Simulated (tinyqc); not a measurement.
## Doping and voltage from widths and field

Question. In the depletion approximation an abrupt p-n junction has a triangular field: peak E = q Nd xn/(eps0 eps_r) = q Na xp/(eps0 eps_r), W = xn + xp, and Vbi - V = E W/2. Find Nd, Na and Vbi - V.

Inputs (values chosen for the exercise):

| symbol | value | unit | meaning |
|---|---|---|---|
| eps_r | 12.6 |  | relative permittivity |

Constants: q = 1.602176634e-19 C, eps0 = 8.8541878128e-14 F/cm where lengths are in cm. Results are converted to the units shown.

W = 1012.5088 nm
peak field = 75.286203 kV/cm
xn = 4.3686075 nm

Solution. Gauss's law on each side gives its doping from the peak field and its width; the voltage is the area of the triangle.

Nd = 1.20e18 cm^-3
Na = 5.20e15 cm^-3
Vbi - V = 3.81 V

tinyqc, about 0.02 s, one thread, Intel Xeon 2.30GHz (shared host): `OMP_NUM_THREADS=1 python tinyqc.py 2000126 2000127 out.jsonl`
